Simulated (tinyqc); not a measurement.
Inside a calculation. Method: ROHF in the sto-6g basis, for H4+, spin multiplicity 2. One step of it, computed by the program tinyqc.

Question. Iteration 2: building the Fock matrix. J_ij = sum D_kl (ij|kl) with D = D(alpha) + D(beta), K_ij = sum D_kl (ik|jl) for each spin; F = H + J - K(s); E = tr D H + tr D J / 2 - 0.5 sum_s tr D(s) K(s) + E_nn.

D(alpha) after iteration 1, order 1H 1s, 2H 1s, 3H 1s, 4H 1s:
$$\begin{pmatrix}
0.336561 & 0.300200 & -0.094912 & -0.232483 \\
0.300200 & 0.340232 & 0.066077 & -0.094645 \\
-0.094912 & 0.066077 & 0.340317 & 0.300036 \\
-0.232483 & -0.094645 & 0.300036 & 0.335930
\end{pmatrix}$$

D(beta) after iteration 1, order 1H 1s, 2H 1s, 3H 1s, 4H 1s:
$$\begin{pmatrix}
0.051738 & 0.102476 & 0.102579 & 0.051881 \\
0.102476 & 0.202972 & 0.203176 & 0.102760 \\
0.102579 & 0.203176 & 0.203380 & 0.102863 \\
0.051881 & 0.102760 & 0.102863 & 0.052025
\end{pmatrix}$$

core Hamiltonian H = T + V (hartree), order 1H 1s, 2H 1s, 3H 1s, 4H 1s:
$$\begin{pmatrix}
-1.480293 & -1.072265 & -0.310052 & -0.065462 \\
-1.072265 & -1.819450 & -1.099764 & -0.310570 \\
-0.310052 & -1.099764 & -1.819800 & -1.073677 \\
-0.065462 & -0.310570 & -1.073677 & -1.480933
\end{pmatrix}$$

Two-electron integrals (ij|kl) in chemists' order, unique and non-zero (hartree):
```
(11|11) 0.774999   (21|11) 0.341886   (21|21) 0.188102   (22|11) 0.500723
(22|21) 0.341886   (22|22) 0.774999   (31|11) 0.066656   (31|21) 0.040435
(31|22) 0.083468   (31|31) 0.010107   (32|11) 0.188194   (32|21) 0.132728
(32|22) 0.322546   (32|31) 0.038667   (32|32) 0.169840   (33|11) 0.276564
(33|21) 0.194565   (33|22) 0.487242   (33|31) 0.066656   (33|32) 0.322546
(33|33) 0.774999   (41|11) 0.011026   (41|21) 0.006844   (41|22) 0.014570
(41|31) 0.001847   (41|32) 0.007470   (41|33) 0.014568   (41|41) 0.000368
(42|11) 0.040603   (42|21) 0.027925   (42|22) 0.066780   (42|31) 0.008620
(42|32) 0.038737   (42|33) 0.083612   (42|41) 0.001850   (42|42) 0.010141
(43|11) 0.120943   (43|21) 0.081442   (43|22) 0.194842   (43|31) 0.027913
(43|32) 0.132919   (43|33) 0.342379   (43|41) 0.006851   (43|42) 0.040552
(43|43) 0.188578   (44|11) 0.186629   (44|21) 0.120833   (44|22) 0.276704
(44|31) 0.040552   (44|32) 0.188308   (44|33) 0.501065   (44|41) 0.011026
(44|42) 0.066780   (44|43) 0.342379   (44|44) 0.774999
```

nuclear repulsion = 2.42326737 hartree

Give: Coulomb J; exchange K(alpha); exchange K(beta); F(alpha); F(beta); total energy of this density.

Answer.

Coulomb J (hartree), order 1H 1s, 2H 1s, 3H 1s, 4H 1s:
$$\begin{pmatrix}
1.2675 & 0.7583 & 0.1987 & 0.0394 \\
0.7583 & 1.5908 & 0.8007 & 0.1991 \\
0.1987 & 0.8007 & 1.5912 & 0.7595 \\
0.0394 & 0.1991 & 0.7595 & 1.2682
\end{pmatrix}$$

exchange K(alpha) (hartree), order 1H 1s, 2H 1s, 3H 1s, 4H 1s:
$$\begin{pmatrix}
0.5210 & 0.4343 & 0.1252 & -0.0059 \\
0.4343 & 0.6085 & 0.3548 & 0.1254 \\
0.1252 & 0.3548 & 0.6088 & 0.4347 \\
-0.0059 & 0.1254 & 0.4347 & 0.5210
\end{pmatrix}$$

exchange K(beta) (hartree), order 1H 1s, 2H 1s, 3H 1s, 4H 1s:
$$\begin{pmatrix}
0.1835 & 0.2415 & 0.1644 & 0.0754 \\
0.2415 & 0.4551 & 0.3658 & 0.1647 \\
0.1644 & 0.3658 & 0.4557 & 0.2423 \\
0.0754 & 0.1647 & 0.2423 & 0.1843
\end{pmatrix}$$

F(alpha) (hartree), order 1H 1s, 2H 1s, 3H 1s, 4H 1s:
$$\begin{pmatrix}
-0.7338 & -0.7483 & -0.2365 & -0.0202 \\
-0.7483 & -0.8372 & -0.6539 & -0.2369 \\
-0.2365 & -0.6539 & -0.8374 & -0.7488 \\
-0.0202 & -0.2369 & -0.7488 & -0.7337
\end{pmatrix}$$

F(beta) (hartree), order 1H 1s, 2H 1s, 3H 1s, 4H 1s:
$$\begin{pmatrix}
-0.3962 & -0.5554 & -0.2758 & -0.1015 \\
-0.5554 & -0.6837 & -0.6649 & -0.2762 \\
-0.2758 & -0.6649 & -0.6843 & -0.5565 \\
-0.1015 & -0.2762 & -0.5565 & -0.3971
\end{pmatrix}$$

total energy of this density = -1.739130 hartree
